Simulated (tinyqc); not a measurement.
Inside a calculation: propagation of a band-gap error through k.p and effective-mass formulas. Values are carried at full precision from step to step, so a last printed digit may differ when a step is redone from the rounded ones.

Chain, for a gap E (the reference Eg or another value), with Ep and Dso kept: 1/me = 1 + Ep (E + 2 Dso/3)/(E (E + Dso)); g* = 2 - 2 Ep Dso/(3 E (E + Dso)); g1(E) = g1 + (Ep/3)(1/E - 1/Eg), g2(E) = g2 + (Ep/6)(1/E - 1/Eg), light hole 1/(g1 + 2 g2), heavy hole 1/(g1 - 2 g2) along [100]; optical constant ei(E) = 1 + (ei - 1)(EP/(EP + E - Eg))^2, static e0(E) = ei(E) + e0 - ei.

Constants: Ry = 13.60569312 eV; a0 (Bohr radius) = 0.5291772105 angstrom; kB = 8.617333262e-05 eV/K; hbar^2/2m0 = 3.80998211 eV angstrom^2.

Inputs chosen for the exercise (reference values near those of GaAs, gap at low temperature; not measured data): Eg = 1.529 eV (gap at Gamma to the s-like level); Dso = 0.344 eV (spin-orbit splitting); Ep = 25.3 eV (Kane energy); g1 = 7.01 (Luttinger gamma1); g2 = 2.06 (gamma2); e0 = 13 (static dielectric constant); ei = 11.05 (optical dielectric constant); EP = 5.07 eV (mean (Penn) gap); Eg2 = 0.902 eV (a wrong gap, of the size a semi-local functional can give); mh = 0.51 m0 (density-of-states mass of the holes); T = 300 K (temperature); k = 0.029 1/angstrom (wave vector).

## Masses, g factor and screening for both gaps

Evaluate the chain at Eg and at Eg2.

Band values at the two gaps:
```
quantity       at Eg   at Eg2  ratio
me           0.06048  0.03778  0.625
g*          -0.02601   -3.163      -
g1             7.010    10.84  1.547
g2             2.060    3.977  1.931
light hole   0.08985  0.05320  0.592
heavy hole    0.3460   0.3460  1.000
ei             11.05    14.09  1.275
e0             13.00    16.04  1.234
```

The gap is off by a factor of 0.59; the electron mass follows with 0.62 and the light hole with 0.59, while the heavy hole, which does not couple to the conduction level, keeps its value. The optical constant changes less, by +27 %, as it answers to the mean gap, which shifts by the same -0.63 eV on a base of 5.07 eV. g* moves by -3.14; near zero it is a difference of larger terms, and remote bands, left out here, shift it by tenths.

## Binding energies and densities for both gaps

Donor: R = Ry me/e0^2, a_B = a0 e0/me, Mott density (0.26/a_B)^3. Nc, Nv = 2 (m kT/(4 pi c))^(3/2), c = hbar^2/2m0, ni = sqrt(Nc Nv) exp(-E/2kT). Exciton: Ry mu/e0^2 with 1/mu = 1/me + g1(E). 1 angstrom^-3 = 1e24 cm^-3.

Use the values of the table.

Results:
```
quantity                  at Eg     at Eg2     ratio
R (meV)                   4.869      1.999     0.411
a_B (angstrom)            113.7      224.6      1.97
Mott density (cm^-3)  1.194e+16  1.551e+15     0.130
Nc (cm^-3)            3.733e+17  1.843e+17     0.494
ni (cm^-3)            2.651e+05  3.442e+10  1.30e+05
exciton (meV)             3.419      1.418     0.415
```

Power laws carry the error on: the donor energy (me/e0^2) by a factor of 0.411, the Mott density (cube of me/e0) by 0.130. ni, with its exponential, changes by a factor of 1.30e+05, that is 5.1 decades.

## A scissor shift and what it does not mend

A rigid shift D = Eg - Eg2 of the conduction band restores the gap but leaves the curvature, so the mass stays me(Eg2); redoing the sum 1/m = 1 + Ep (E + 2 Dso/3)/(E (E + Dso)) with E = Eg and the same Ep gives another mass. For optics, eps2 at the edge goes as |p|^2/E^2: a rigid shift keeps the dipole elements p/E, while shifting the energies under unchanged p scales eps2 by (Eg2/Eg)^2.

shift D = 0.627 eV
mass under a rigid shift = 0.0378 m0
mass from the sum with the corrected gap = 0.0605 m0
factor on eps2 if p is left unscaled = 0.348

The rigid shift leaves the mass off by a factor of 0.62. The mass from the corrected gap is the reference me(Eg) here, because the exercise keeps Ep fixed; a real correction of the gap depends on k and changes Ep as well.

## Far from the edge the relative error shrinks

Two-level dispersion E(k) = sqrt(E^2/4 + Ep c k^2) - E/2 at k/4, k, 4k for both gaps, c = hbar^2/2m0.

Energies above the edge:
```
k (1/angstrom)  at Eg (eV)  at Eg2 (eV)  ratio
0.00725             0.0033       0.0056  1.688
0.02900             0.0513       0.0824  1.605
0.11600             0.6072       0.7739  1.275
```

The ratio tends to Eg/Eg2 = 1.70 at k = 0 and goes from 1.688 to 1.275: at large k both curves approach the same slope sqrt(Ep c), while their distance in eV grows towards |Eg - Eg2|/2.

## Checks

- Chain at E = Eg against the inputs g1, g2, ei, e0: they agree to 1e-10 or better.

Run: tinyqc, `OMP_NUM_THREADS=1 python tinyqc.py 1880607 1880608 out.jsonl`; Intel(R) Xeon(R) Processor @ 2.30GHz, one thread, shared host; about 0.01 s of CPU time with all checks.
